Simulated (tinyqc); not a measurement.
Hubbard ring of 4 sites, step by step. Computed by tinyqc, a small Python program that keeps every step. Settings: hopping = 1.74, U = 3.1, mixing = 1, iteration cap = 69. Command: `OMP_NUM_THREADS=1 python tinyqc.py 31087 31088 out.jsonl` (the two numbers bound the seeds that draw the settings). One thread of a shared host (Intel(R) Xeon(R) Processor @ 2.60GHz), about 0.2 s of CPU time with the checks. Later iterations appear only in the table of the cycle.

## Mean-field iteration 1

one-body matrix (hopping and site energies) (eV), order 1, 2, 3, 4:
$$\begin{pmatrix}
0.38000 & -1.74000 & 0.00000 & -1.74000 \\
-1.74000 & 0.31000 & -1.74000 & 0.00000 \\
0.00000 & -1.74000 & -0.03000 & -1.74000 \\
-1.74000 & 0.00000 & -1.74000 & 0.47000
\end{pmatrix}$$

U = 3.10000 eV

electrons, up and down: [2, 2]

mixing = 1

n(up) at the start (a guess, not normalised): 1 0.55000, 2 0.45000, 3 0.55000, 4 0.45000

n(down) at the start (a guess): 1 0.45000, 2 0.55000, 3 0.45000, 4 0.55000

H(up) = T + U n(down), H(down) = T + U n(up); fill the lowest levels; n(new) = n + mixing (n(out) - n); E = tr T (rho up + rho down) + U sum n_up n_down of the output.

levels, up (eV): [-1.66516, 1.57177, 2.09477, 5.32862]

levels, down (eV): [-1.65463, 1.78482, 1.87990, 5.31991]

energy = -3.57024 eV

n(up) after iteration 1: 1 0.74246, 2 0.24245, 3 0.79330, 4 0.22180

n(down) after iteration 1: 1 0.21906, 2 0.76524, 3 0.27851, 4 0.73718

## Mean-field iteration 2

As before.

levels, up (eV): [-1.76163, 0.94810, 2.71857, 5.42496]

levels, down (eV): [-1.72377, 1.10985, 2.55353, 5.39039]

energy = -3.72309 eV

n(up) after iteration 2: 1 0.80202, 2 0.19157, 3 0.82101, 4 0.18540

n(down) after iteration 2: 1 0.18765, 2 0.80508, 3 0.21118, 4 0.79609

## Convergence

Each step fills the lowest levels of T + U n(other spin) and sets n(new) = n + mixing (n(out) - n); stop when output and input agree to 1e-8.

Course of the cycle:
```
iteration      E (eV)  largest |n(out) - n(in)|  mean |n_up - n_down|
1          -3.5702438                  2.43e-01               0.51909
2          -3.7230858                  6.73e-02               0.61210
3          -3.7298687                  1.30e-02               0.63052
4          -3.7301508                  3.19e-03               0.63432
5          -3.7301625                  6.04e-04               0.63504
6          -3.7301630                  1.50e-04               0.63519
7          -3.7301630                  2.89e-05               0.63522
8          -3.7301630                  7.34e-06               0.63523
9          -3.7301630                  1.45e-06               0.63523
10         -3.7301630                  3.76e-07               0.63523
11         -3.7301630                  7.60e-08               0.63523
12         -3.7301630                  2.01e-08               0.63523
13         -3.7301630                  4.13e-09               0.63523
```

local moments n_up - n_down: 1 0.63718, 2 -0.63601, 3 0.63328, 4 -0.63445

Converged in 13 iterations. Before convergence this energy mixes input and output and is not variational, so it may rise towards its limit.

## Exact diagonalisation (36 states)

Lowest levels of the sector, and the double occupancy of the lowest state.

lowest levels (eV): [-3.97498, -3.76802, -2.69055, -2.11077, -1.13850, -1.13487]

double occupancy per site = 0.11976

The mean-field solution above lies 0.2448 eV above the exact energy.

## The lowest level by Lanczos steps

From a random start vector (not printed): a_j = <q_j|H|q_j>, b_j = norm of the remainder after orthogonalising; the Ritz value is the lowest eigenvalue of the tridiagonal matrix of a and b so far.

Lanczos:
```
j   a_j (eV)  b_j (eV)  lowest Ritz value (eV)
1    4.20813   5.06414               4.2081299
2    3.98573   4.04150              -0.9684326
3    4.30291   4.53654              -2.3652238
4    4.59969   3.48368              -3.0503071
5    4.96092   5.20163              -3.2434454
6    2.84860   3.88338              -3.5190349
7    4.80204   3.31220              -3.7808205
8    6.59218   4.05850              -3.8394775
9    3.94608   4.41712              -3.8578543
10   4.45316   4.29345              -3.8696332
```
